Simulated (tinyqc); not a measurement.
Stacked nanosheet transistor, parasitic resistance, capacitance and delay: one step of the calculation.

Ns sheets share one contact on top; each has perimeter p = 2 (Ws + ts) and cross-section A = Ws ts; contact width Wc = Ws + 10 nm, stack height Hs = Ns pv. Sheet 1 is the top one. Contact length Lc = CPP - Lg - 2 Lsp, shared by two neighbouring gates. Source and drain sides are equal. The formulas are first-order estimates, not field solutions.

Problem. Sheet currents at Vgs = Vdd, Vds = Vdd/2. One sheet: I = p Q vx u/(1 + |u|^1.8)^(1/1.8), Q = Cinv n Vt ln(1 + exp((Vg' - VT + dl Vd')/(n Vt))), u = Vd' mu/(vx Lg), Vg' = Vgs - v, Vd' = Vds - 2 v, with the drop on each side v_j = Rc sum I + rv (sum over levels k = 2..j of the current of sheets k..Ns) + Rx I_j. I(new) = I + 0.5 (I(out) - I).

Values chosen for this exercise; values close to those of silicon logic devices:
```
symbol,value,unit,meaning
T,300,K,temperature
Ws,12,nm,sheet width
ts,7,nm,sheet thickness
rv,239,ohm,vertical resistance between sheet levels
Lg,12,nm,gate length
Cinv,2.4,uF/cm^2,inversion capacitance
vx,1.4e7,cm/s,injection velocity
mu,310,cm^2/(V s),apparent mobility
VT,0.2,V,threshold at zero drain voltage
dl,0.075,V/V,barrier lowering
n,1.23,,subthreshold factor
Vdd,0.8,V,supply voltage
```

Constants: q = 1.602176634e-19 C, kB = 1.380649e-23 J/K, Vt = kB T/q. Results are converted to the units shown.

I after iteration 1 (uA): sheet 1 39.620201, sheet 2 39.620201
Rc = 576.21784 ohm
Rx = 1166.6667 ohm

Find: drop v; I(out); I after iteration 2.

Solution.

drop v (mV): sheet 1 91.883, sheet 2 101.35
I(out) (uA): sheet 1 64.051, sheet 2 62.248
I after iteration 2 (uA): sheet 1 51.836, sheet 2 50.934

Program tinyqc, `OMP_NUM_THREADS=1 python tinyqc.py 2170101 2170102 out.jsonl`; Intel Xeon 2.30GHz, shared host, one thread, about 0.07 s.
